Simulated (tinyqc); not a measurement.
Quaternary alloy A(x)B(1-x)C(y)D(1-y) matched to a substrate, step by step. Values are carried at full precision from step to step, so a last printed digit may differ when a step is redone from the rounded ones.

Matching a(x,y) = a_s gives x = (a_s - y a_BC - (1 - y) a_BD)/(y (a_AC - a_BC) + (1 - y)(a_AD - a_BD)).
Constants: hc = 1239.841984 eV nm.

Values chosen for the exercise (AC, AD, BC, BD near GaAs, GaSb, InAs and InSb; substrate near InAs; not measured data):
- a = (5.646, 6.095, 6.053, 6.472) angstrom (lattice constants of AC, AD, BC, BD)
- a_s = 6.053 angstrom (substrate)
- y = 0.14 (fraction of C)
- Eg = (1.503, 0.819, 0.415, 0.236) eV (gaps at Gamma of AC, AD, BC, BD)
- Cb = (0.423, 0.468, 1.466, 0.669) eV (bowing of ABC, ABD, ACD, BCD)
- dx = -0.012 (error of x in growth)

## The matched composition

Give numerator, denominator and x.

numerator = -0.36034 angstrom
denominator = -0.38120 angstrom
x = 0.9453

## The gap by rule 1

Q(x,y) = x y Q_AC + x (1 - y) Q_AD + (1 - x) y Q_BC + (1 - x)(1 - y) Q_BD for the lattice constant. Gap, rule 1: Q(x,y) - x (1 - x)[y C_ABC + (1 - y) C_ABD] - y (1 - y)[x C_ACD + (1 - x) C_BCD]. Rule 2 (mean of ternaries): {x (1 - x)[y T_ABC(x) + (1 - y) T_ABD(x)] + y (1 - y)[x T_ACD(y) + (1 - x) T_BCD(y)]}/{x (1 - x) + y (1 - y)}, T_ABC(x) = x E_AC + (1 - x) E_BC - C_ABC x (1 - x), T_ACD(y) = y E_AC + (1 - y) E_AD - C_ACD y (1 - y), and alike. Only the Gamma valley is followed.

Give the four weights, the bilinear part, the two bowing terms, the gap and hc/gap.

weights of AC, AD, BC, BD: [0.1323, 0.8129, 0.0077, 0.0471]

bilinear part = 0.8790 eV

bowing terms (eV): [0.0239, 0.1713]

gap = 0.6839 eV
wavelength = 1813 nm

## The gap by rule 2

Give the four ternary gaps and their weighted mean.

T_ABC, T_ABD, T_ACD, T_BCD (eV): [1.4216, 0.7629, 0.7383, 0.1805]

gap = 0.7520 eV

Rule 2 lies 68 meV above rule 1: it averages the two bowing terms where rule 1 adds them. Both agree on the ternary edges.

## An error in composition

Replace x by x + dx; mismatch (a_s - a)/a and change of the relaxed gap by rule 1.

a = 6.0576 angstrom
mismatch = -0.076 %
change of the gap = -11.6 meV

The layer would be under compression; the strain shift of the gap is not included.

## Checks

- Lattice constant at the matched composition against a_s (angstrom): both 6.0530.
- Rule 2 as a mean of ternaries against its form with averaged bowing (eV): both 0.7520.

tinyqc: `OMP_NUM_THREADS=1 python tinyqc.py 1080511 1080512 out.jsonl`; about 0.01 s, one thread, shared Intel(R) Xeon(R) Processor @ 2.30GHz.
